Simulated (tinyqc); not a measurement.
# p-n diode with diffusion and depletion-layer recombination: effects of single changes

Abrupt junction in the depletion approximation, low injection, full ionisation, neutral widths fixed, ohmic contact on the p side. Vj is the junction voltage; where a series resistance Rs is given, V = Vj + J Rs is the terminal voltage.

Parameters, values chosen for the exercise; band and dielectric values close to those of silicon: temperature T = 300 K; band gap Eg = 1.11 eV; relative permittivity eps_r = 11.6; conduction-band density of states at T Nc = 2.84e19 cm^-3; valence-band density of states at T Nv = 2.62e19 cm^-3; acceptor density Na = 1.2e16 cm^-3; donor density Nd = 6.3e17 cm^-3; electron mobility in the p side mun = 980 cm^2/(V s); hole mobility in the n side mup = 190 cm^2/(V s); electron lifetime tn = 3e-9 s; hole lifetime tp = 2e-9 s; neutral width of the p side wp = 2.6 um; neutral width of the n side wn = 17 um; recombination velocity at the n contact Sp = 1e7 cm/s; series resistance Rs = 0.0083 ohm cm^2; trap level above the intrinsic level Et = 0 eV; junction voltage at which recombination is evaluated Vj = 0.33 V.

Constants: q = 1.602176634e-19 C, kB = 1.380649e-23 J/K, Vt = kB T/q, eps0 = 8.8541878128e-14 F/cm where lengths are in cm. Results are converted to the units shown.

Each table varies one quantity; the others keep the values above.

## Currents and ideality against junction voltage

ni = sqrt(Nc Nv) exp(-Eg/(2 Vt)), Eg in volts; D = mu Vt; Ln = sqrt(Dn tn), Lp = sqrt(Dp tp); J0n = q ni^2 Dn coth(wp/Ln)/(Ln Na); J0p = (q ni^2 Dp/(Lp Nd)) (s + tanh(wn/Lp))/(1 + s tanh(wn/Lp)), s = Sp Lp/Dp. J_diff = (J0n + J0p)(exp(Vj/Vt) - 1). Vbi = Vt ln(Na Nd/ni^2), W = sqrt(2 eps0 eps_r (Vbi - Vj)(1/Na + 1/Nd)/q), xp = W Nd/(Na + Nd), xn = W Na/(Na + Nd); u(x) = q Na (x + xp)^2/(2 eps0 eps_r) for x < 0 and Vbi - Vj - q Nd (xn - x)^2/(2 eps0 eps_r) for x > 0; p = Na exp(-u/Vt), n = Nd exp((u - Vbi + Vj)/Vt); U = ni^2 (exp(Vj/Vt) - 1)/(tp (n + ni exp(Et/Vt)) + tn (p + ni exp(-Et/Vt))); J_scr = q times the integral of U from -xp to xn. J = J_diff + J_scr. Ideality = (1/Vt) dVj/d ln J or (1/Vt) dV/d ln J; last column ni^2 exp(Vj/Vt)/N^2.

Currents and ideality against junction voltage:
```
Vj (V)	J_diff (A/cm^2)	J_scr (A/cm^2)	J (A/cm^2)	V (V)	ideality against Vj	ideality against V	minority/doping, lighter side
0.2	6.441e-7	5.252e-5	5.316e-5	0.2000	1.856	1.856	2.666e-9
0.26	6.563e-6	1.805e-4	1.871e-4	0.2600	1.824	1.824	2.716e-8
0.32	6.684e-5	6.226e-4	6.895e-4	0.3200	1.722	1.722	2.766e-7
0.37	4.624e-4	0.001763	0.002226	0.3700	1.571	1.572	1.913e-6
0.43	0.004709	0.006261	0.01097	0.4301	1.344	1.348	1.949e-5
0.49	0.04797	0.02286	0.07083	0.4906	1.163	1.186	1.985e-4
0.54	0.3318	0.06926	0.4011	0.5433	1.078	1.207	0.001373
0.6	3.379	0.2715	3.651	0.6303	1.031	2.203	0.01398
0.66	34.42	1.048	35.47	0.9544	1.013	12.40	0.1424
```

What does the comparison show?

The ideality against Vj falls from 1.86 to 1.01. Diffusion overtakes recombination in the layer between Vj = 0.43 and 0.49 V. J_scr alone has an ideality of 1.88 between the first two rows and 1.72 between the last two. From Vj = 0.54 V the series resistance raises the terminal ideality by over a tenth; there J Rs = 0.13 Vt. Rows from Vj = 0.66 V on lie beyond low injection.

## Effect of the hole lifetime

Same model as above.

J = J_diff + J_scr.

The same in every row: J0n (A/cm^2) = 2.793e-10.

Effect of the hole lifetime:
```
tp (s)	J0p (A/cm^2)	J_diff (A/cm^2)	J_scr (A/cm^2)	J_scr/J (%)	wn/Lp
1e-10	9.450e-12	1.010e-4	0.003103	96.85	76.71
1e-9	2.988e-12	9.872e-5	0.001057	91.46	24.26
1e-8	9.450e-13	9.800e-5	3.645e-4	78.81	7.671
1e-7	3.035e-13	9.778e-5	1.279e-4	56.67	2.426
1e-6	1.464e-13	9.772e-5	4.596e-5	31.99	0.7671
1e-5	1.256e-13	9.772e-5	1.693e-5	14.77	0.2426
0.0001	1.234e-13	9.772e-5	6.191e-6	5.959	0.07671
```

As tp goes from 1e-10 to 0.0001, J0p falls from 9.45e-12 to 1.23e-13 A/cm^2, J_scr falls from 0.00310 to 6.19e-6 A/cm^2 and its share falls from 96.8 to 5.96 %. J0p goes as tp^(-0.50) at the start and tp^(-0.01) at the end.

Program tinyqc, `OMP_NUM_THREADS=1 python tinyqc.py 2260010 2260011 out.jsonl`; Intel Xeon 2.30GHz, shared host, one thread, about 0.01 s.
